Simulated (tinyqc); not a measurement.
Inside a calculation. Method: RHF in the sto-3g basis, for H3-, spin multiplicity 1. The basis has no diffuse functions, so it cannot describe the extra electron: this is an exercise in the method, not the real anion. One step of it, computed by the program tinyqc.

Task: Iteration 4: building the Fock matrix. J_ij = sum D_kl (ij|kl), K_ij = sum D_kl (ik|jl); F = H + J - 0.5 K; E = tr D H + tr D J / 2 - 0.25 tr D K + E_nn.

D after iteration 3, order 1H 1s, 2H 1s, 3H 1s:
```
[[1.200903, -0.394798, -0.394798],
 [-0.394798, 1.795485, -0.408924],
 [-0.394798, -0.408924, 1.795485]]
```

core Hamiltonian H = T + V (hartree), order 1H 1s, 2H 1s, 3H 1s:
```
[[-1.428573, -0.766259, -0.766259],
 [-0.766259, -1.193665, -0.172645],
 [-0.766259, -0.172645, -1.193665]]
```

Two-electron integrals (ij|kl) in chemists' order, unique and non-zero (hartree):
```
(11|11) 0.774606   (21|11) 0.276033   (21|21) 0.129201   (22|11) 0.454302
(22|21) 0.276033   (22|22) 0.774606   (31|11) 0.276033   (31|21) 0.091930
(31|22) 0.148692   (31|31) 0.129201   (32|11) 0.053937   (32|21) 0.021807
(32|22) 0.041778   (32|31) 0.021807   (32|32) 0.004333   (33|11) 0.454302
(33|21) 0.148692   (33|22) 0.245658   (33|31) 0.276033   (33|32) 0.041778
(33|33) 0.774606
```

nuclear repulsion = 1.23064468 hartree

Give: Coulomb J; exchange K; Fock matrix F; total energy of this density.

Result:

Coulomb J (hartree), order 1H 1s, 2H 1s, 3H 1s:
```
[[2.0816, 0.9016, 0.9016],
 [0.9016, 2.0079, 0.1768],
 [0.9016, 0.1768, 2.0079]]
```

exchange K (hartree), order 1H 1s, 2H 1s, 3H 1s:
```
[[0.8831, 0.5086, 0.5086],
 [0.5086, 1.2844, 0.0236],
 [0.5086, 0.0236, 1.2844]]
```

Fock matrix F (hartree), order 1H 1s, 2H 1s, 3H 1s:
```
[[0.2115, -0.1189, -0.1189],
 [-0.1189, 0.1721, -0.0076],
 [-0.1189, -0.0076, 0.1721]]
```

total energy of this density = -0.561818 hartree

This density is a damped mixture and is not idempotent.
